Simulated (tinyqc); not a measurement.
G0W0 on RHF in the 6-31g basis, for HeH+, spin multiplicity 1, step by step. Computed by tinyqc, a small Python program that keeps every step (integrals from PySCF). Settings: charge = 1, multiplicity = 1, basis = 6-31g, method = RHF, energy threshold = 1e-10, iteration cap = 83, orthogonalisation = symmetric, start = core, DIIS depth = 6. Command: `OMP_NUM_THREADS=1 python tinyqc.py 26808 26809 out.jsonl` (the two numbers bound the seeds that draw the settings). One thread of a shared host (Intel(R) Xeon(R) Processor @ 2.60GHz), about 0.06 s of CPU time with the checks. The early iterations of the SCF are left out here.

## One-electron integrals

Geometry (angstrom):
```
atom,x,y,z
He,0.000000,0.000000,0.000000
H,0.000000,0.000000,0.713000
```

Basis 6-31g: exponents (1/bohr^2) and contraction coefficients of normalised primitives:
```
element,l (shell),exponent,coefficient
He,s (1),38.421634,0.040140
He,s (1),5.778030,0.261246
He,s (1),1.241774,0.793185
He,s (2),0.297964,1.000000
H,s (1),18.731137,0.033495
H,s (1),2.825394,0.234727
H,s (1),0.640122,0.813757
H,s (2),0.161278,1.000000
```

Overlap, kinetic and nuclear-attraction integrals over the contracted functions; the nuclear repulsion is the sum of Za Zb / Rab.

nuclear repulsion = 1.48436805 hartree

overlap S:
```
,1He 1s,1He 2s,2H 1s,2H 2s
1He 1s,1.000000,0.634148,0.349765,0.349683
1He 2s,0.634148,1.000000,0.572702,0.771411
2H 1s,0.349765,0.572702,1.000000,0.658292
2H 2s,0.349683,0.771411,0.658292,1.000000
```

kinetic energy T (hartree):
```
,1He 1s,1He 2s,2H 1s,2H 2s
1He 1s,2.925655,0.467227,0.170767,0.124905
1He 2s,0.467227,0.446946,0.269135,0.211493
2H 1s,0.170767,0.269135,1.395678,0.259735
2H 2s,0.124905,0.211493,0.259735,0.241917
```

nuclear attraction V (hartree):
```
,1He 1s,1He 2s,2H 1s,2H 2s
1He 1s,-5.546216,-2.476825,-1.432267,-1.322049
1He 2s,-2.476825,-2.379447,-1.642033,-1.668104
2H 1s,-1.432267,-1.642033,-3.106894,-1.642989
2H 2s,-1.322049,-1.668104,-1.642989,-1.710835
```

core Hamiltonian H = T + V (hartree):
```
,1He 1s,1He 2s,2H 1s,2H 2s
1He 1s,-2.620561,-2.009598,-1.261500,-1.197144
1He 2s,-2.009598,-1.932501,-1.372898,-1.456611
2H 1s,-1.261500,-1.372898,-1.711216,-1.383254
2H 2s,-1.197144,-1.456611,-1.383254,-1.468918
```

## Two-electron integrals

Functions are numbered as in S; the eight-fold symmetry (ij|kl) = (ji|kl) = (kl|ij) leaves the list below.

Two-electron integrals (ij|kl) in chemists' order, unique and non-zero (hartree):
```
i,j,k,l,(ij|kl)
1,1,1,1,1.543936
2,1,1,1,0.785447
2,1,2,1,0.427025
2,2,1,1,0.803952
2,2,2,1,0.476190
2,2,2,2,0.615938
3,1,1,1,0.418213
3,1,2,1,0.229734
3,1,2,2,0.259795
3,1,3,1,0.141791
3,2,1,1,0.457619
3,2,2,1,0.272633
3,2,2,2,0.354876
3,2,3,1,0.178181
3,2,3,2,0.267923
3,3,1,1,0.705974
3,3,2,1,0.431956
3,3,2,2,0.589195
3,3,3,1,0.310666
3,3,3,2,0.511413
3,3,3,3,1.076566
4,1,1,1,0.415190
4,1,2,1,0.227977
4,1,2,2,0.258273
4,1,3,1,0.127186
4,1,3,2,0.155187
4,1,3,3,0.252554
4,1,4,1,0.123063
4,2,1,1,0.537432
4,2,2,1,0.323490
4,2,2,2,0.434866
4,2,3,1,0.186706
4,2,3,2,0.273882
4,2,3,3,0.478905
4,2,4,1,0.178774
4,2,4,2,0.321760
4,3,1,1,0.433248
4,3,2,1,0.264307
4,3,2,2,0.363747
4,3,3,1,0.177890
4,3,3,2,0.290182
4,3,3,3,0.578470
4,3,4,1,0.152326
4,3,4,2,0.292595
4,3,4,3,0.329423
4,4,1,1,0.518644
4,4,2,1,0.319581
4,4,2,2,0.457651
4,4,3,1,0.194692
4,4,3,2,0.316410
4,4,3,3,0.587396
4,4,4,1,0.180162
4,4,4,2,0.361373
4,4,4,3,0.361304
4,4,4,4,0.453150
```

## Orthogonalisation

S = U s U^T; symmetric (Loewdin) form X = U s^(-1/2) U^T, so that X^T S X = 1.

eigenvalues of S: 0.148419  0.407888  0.750139  2.693553

X:
```
,1He 1s,1He 2s,2H 1s,2H 2s
1He 1s,1.247323,-0.512774,-0.090091,0.120541
1He 2s,-0.512774,1.779772,-0.140949,-0.706244
2H 1s,-0.090091,-0.140949,1.280468,-0.390429
2H 2s,0.120541,-0.706244,-0.390429,1.617815
```

## Iteration 6 (converged): orbitals

converged F (hartree):
```
,1He 1s,1He 2s,2H 1s,2H 2s
1He 1s,-1.282605,-1.447534,-1.045637,-0.965365
1He 2s,-1.447534,-1.046646,-0.901856,-0.822308
2H 1s,-1.045637,-0.901856,-0.617538,-0.803102
2H 2s,-0.965365,-0.822308,-0.803102,-0.697865
```

Diagonalise F' = X^T F X, C = X C', fill 1 alpha and 1 beta electrons from the bottom; D = 2 C_occ C_occ^T. Each column has its largest component positive (the first on a tie).

F' = X^T F X (hartree):
```
,1,2,3,4
1,-0.453695,-1.153594,-0.559905,-0.137488
2,-1.153594,0.138604,-0.233181,-0.264341
3,-0.559905,-0.233181,0.024500,-0.479663
4,-0.137488,-0.264341,-0.479663,-0.096706
```

orbital energies (hartree): MO1 -1.680605, MO2 -0.233407, MO3 0.427453, MO4 1.099262

coefficients C:
```
,MO1,MO2,MO3,MO4
1He 1s,0.604330,-0.258124,0.116084,-1.181558
1He 2s,0.349124,-0.875864,-0.379801,1.707600
2H 1s,0.243583,0.350963,1.233517,0.340503
2H 2s,-0.011340,1.211544,-0.914945,-0.988928
```

D after iteration 6:
```
,1He 1s,1He 2s,2H 1s,2H 2s
1He 1s,0.730430,0.421973,0.294410,-0.013706
1He 2s,0.421973,0.243776,0.170082,-0.007918
2H 1s,0.294410,0.170082,0.118666,-0.005524
2H 2s,-0.013706,-0.007918,-0.005524,0.000257
```

## Convergence

Stop when the energy changes by less than 1e-10 hartree and every element of the error matrix X^T (F D S - S D F) X is below 3e-06.

Course of the cycle:
```
iteration,E (hartree),change,largest element of the error matrix
1,-2.80572228,-,5.41e-01
2,-2.90724495,-1.02e-01,3.64e-02
3,-2.90788587,-6.41e-04,1.83e-03
4,-2.90788863,-2.76e-06,5.81e-05
5,-2.90788863,-2.81e-09,6.89e-06
6,-2.90788863,-4.32e-11,9.42e-09
```

PySCF RHF in the same basis = -2.90788863 hartree

Converged in 6 iterations.

## Integrals over molecular orbitals

(pq|rs) = sum C_ip C_jq C_kr C_ls (ij|kl), one index at a time.

one-electron integrals over orbitals h = C^T H C (hartree):
```
,1,2,3,4
1,-2.711651,0.141535,-0.067322,0.254201
2,0.141535,-1.196285,-0.224171,-0.284313
3,-0.067322,-0.224171,-0.680912,0.029438
4,0.254201,-0.284313,0.029438,-0.347233
```

Two-electron integrals over orbitals (pq|rs), unique and non-zero (hartree):
```
p,q,r,s,(pq|rs)
1,1,1,1,1.031046
2,1,1,1,-0.141535
2,1,2,1,0.091698
2,2,1,1,0.527289
2,2,2,1,0.027816
2,2,2,2,0.503432
3,1,1,1,0.067322
3,1,2,1,0.043801
3,1,2,2,0.072634
3,1,3,1,0.076391
3,2,1,1,0.133986
3,2,2,1,0.012781
3,2,2,2,0.079688
3,2,3,1,0.051947
3,2,3,2,0.081259
3,3,1,1,0.592378
3,3,2,1,0.038351
3,3,2,2,0.499468
3,3,3,1,0.113215
3,3,3,2,0.141122
3,3,3,3,0.603117
4,1,1,1,-0.254201
4,1,2,1,0.101137
4,1,2,2,-0.030672
4,1,3,1,0.002941
4,1,3,2,0.003235
4,1,3,3,-0.001675
4,1,4,1,0.190680
4,2,1,1,0.192725
4,2,2,1,-0.023594
4,2,2,2,0.066736
4,2,3,1,0.037962
4,2,3,2,0.048606
4,2,3,3,0.098253
4,2,4,1,-0.071249
4,2,4,2,0.068398
4,3,1,1,-0.013248
4,3,2,1,0.054442
4,3,2,2,0.062196
4,3,3,1,0.060048
4,3,3,2,0.029959
4,3,3,3,0.072810
4,3,4,1,0.023506
4,3,4,2,0.014102
4,3,4,3,0.069356
4,4,1,1,0.818587
4,4,2,1,-0.113100
4,4,2,2,0.460196
4,4,3,1,0.035187
4,4,3,2,0.092823
4,4,3,3,0.498949
4,4,4,1,-0.201188
4,4,4,2,0.139636
4,4,4,3,-0.025433
4,4,4,4,0.704705
```

## Screening: direct RPA

With D = e_a - e_i and K = (ia|jb): diagonalise D^(1/2) (D + 4K) D^(1/2) = Z w^2 Z^T; X + Y = D^(1/2) Z w^(-1/2), each column of Z with its largest component positive (the first on a tie); E_c = (sum w - tr (D + 2K)) / 2.

D^(1/2) (D + 4K) D^(1/2) (hartree^2):
```
,1>2,1>3,1>4
1>2,2.625207,0.306021,0.811420
1>3,0.306021,5.088057,0.028480
1>4,0.811420,0.028480,9.847918
```

excitation energies w (hartree): 1.581187  2.263246  3.152578

X + Y:
```
,1,2,3
1>2,0.944588,0.090717,0.075065
1>3,-0.133431,0.958561,0.010487
1>4,-0.143977,-0.028222,0.933170
```

RPA correlation energy = -0.02782576 hartree

## G0W0 on Hartree-Fock: HOMO

W(p,q,m) = sqrt2 sum_ia (pq|ia) (X+Y)_ia,m; Sigma_c(x) = sum_(i,m) W^2/(x - e_i + w_m) + sum_(a,m) W^2/(x - e_a - w_m); solve x = e_p + Sigma_c(x) by Newton steps; Z = 1/(1 - dSigma/dx); 1 hartree = 27.211386 eV.

The 12 largest terms at x = e_p (hartree; W for the signs of X + Y given):
```
q,m,W,term
1,3,-0.349497,0.038745
1,1,-0.150015,0.014233
4,3,0.262421,-0.011608
2,3,0.143855,-0.004499
1,2,0.083251,0.003062
2,1,0.093637,-0.002895
3,2,0.109059,-0.002721
4,1,0.095724,-0.002101
2,2,0.067105,-0.001214
3,1,0.043498,-0.000513
3,3,0.009664,-0.000018
4,2,0.009352,-0.000017
```

Newton steps (hartree):
```
step,x,Sigma_c(x),Z
0,-1.680605,0.030454,0.972656
1,-1.650984,0.029629,0.973145
2,-1.650976,0.029629,0.973145
```

quasiparticle energy of the HOMO = -44.925354 eV

Hartree-Fock value = -45.731604 eV

## G0W0 on Hartree-Fock: LUMO

As before.

The 12 largest terms at x = e_p (hartree; W for the signs of X + Y given):
```
q,m,W,term
2,2,0.103256,-0.004711
1,3,0.143855,0.004499
1,1,0.093637,0.002895
4,3,-0.095970,-0.002053
3,2,0.071930,-0.001769
1,2,0.067105,0.001214
4,2,0.051278,-0.000731
2,1,0.029698,-0.000558
2,3,-0.036448,-0.000421
4,1,-0.024174,-0.000201
3,1,0.006613,-0.000020
3,3,0.006396,-0.000011
```

Newton steps (hartree):
```
step,x,Sigma_c(x),Z
0,-0.233407,-0.001867,0.993862
1,-0.235262,-0.001856,0.993866
2,-0.235262,-0.001856,0.993866
```

quasiparticle energy of the LUMO = -6.401811 eV

Hartree-Fock value = -6.351317 eV
